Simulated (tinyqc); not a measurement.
Mobility of a non-polar semiconductor in the relaxation-time approximation: one step, computed by the program tinyqc. Command: `OMP_NUM_THREADS=1 python tinyqc.py 3024755 3024756 out.jsonl rta walk`. One thread of a shared host (Intel(R) Xeon(R) Processor @ 2.30GHz), about 0.01 s of CPU time with the checks.

Each valley is treated as a sphere of mass m_d for states and rates, with one isotropic relaxation time; the conductivity mass m_c sets the current.

Task: Rates at a few energies. Kane band: hbar^2 k^2/(2 m) = E (1 + alpha E), speed v = hbar k/(m (1 + 2 alpha E)), states per spin, volume and energy g(E) = m k (1 + 2 alpha E)/(2 pi^2 hbar^2); overlap factors are set to 1. Here m = m_d. Masses are multiplied by m_0 and all formulas are in SI units. Phonon occupation N_q = 1/(exp(hbar w/(k_B T)) - 1). Acoustic deformation potential (elastic, equipartition, absorption and emission together): 1/tau = 2 pi k_B T D_A^2 g(E)/(hbar rho v_l^2). Optical or intervalley deformation potential: 1/tau = (pi Z_f D_o^2/(rho w)) [N_q g(E + hbar w) + (N_q + 1) g(E - hbar w)], with g = 0 below the band edge. Each optical term is multiplied by (1 - f(E'))/(1 - f(E)), E' the final energy, for Pauli blocking. Singly charged impurities, momentum relaxation: 1/tau = N_I e^4 m (1 + 2 alpha E) Phi/(8 pi (eps_s eps_0)^2 hbar^3 k^3), with alpha = 0 for a parabolic band. Brooks-Herring: Phi = ln(1 + b) - b/(1 + b), b = 4 k^2 L_s^2. Alloy disorder: 1/tau = (2 pi/hbar) Omega x (1 - x) U^2 g(E), Omega = a^3/4 (other conventions for Omega rescale U).

Inputs (values chosen for the exercise, modelled on holes in germanium):

| quantity | value | unit |
|---|---|---|
| non-parabolicity alpha | 0.29 | 1/eV |
| static permittivity eps_s | 16 | - |
| density rho | 5323 | kg/m^3 |
| sound velocity v_l | 5430 | m/s |
| acoustic deformation potential D_A | 5.4 | eV |
| phonon energy hbar w | 38.7 | meV |
| optical or intervalley deformation potential D_o | 9.2 | 1e8 eV/cm |
| final valleys Z_f | 1 | - |
| temperature T | 300 | K |
| alloy fraction x | 0.31 | - |
| alloy potential U | 0.68 | eV |
| lattice constant a | 5.41 | angstrom |

Band: Kane. Impurity formula: Brooks-Herring. Further scattering: alloy.

reduced Fermi level eta = -8.629920

density-of-states mass m_d = 0.298 m_0

ionised impurity density N_I = 1.669355e+15 1/cm^3

screening length L_s = 174.5859 nm

Constants: k_B = 8.617333262e-05 eV/K; k_B = 1.380649e-23 J/K; e = 1.602176634e-19 C; hbar = 1.054571817e-34 J s; m_0 = 9.1093837015e-31 kg; hbar = 6.582119569e-16 eV s; eps_0 = 8.8541878128e-12 F/m.

Give: Rates (1e12/s) at E = (max(eta, 0) + 0.5, 1, 2, 4) k_B T.

Result:

Rates (1e12/s) at E = (max(eta, 0) + 0.5, 1, 2, 4) k_B T:

| E (meV) | acoustic | optical | ionised impurity | alloy |
|---|---|---|---|---|
| 12.9 | 0.467 | 0.513 | 0.1325 | 2.377 |
| 25.9 | 0.667 | 0.579 | 0.0508 | 3.392 |
| 51.7 | 0.960 | 1.816 | 0.0194 | 4.886 |
| 103.4 | 1.408 | 3.494 | 0.0074 | 7.164 |
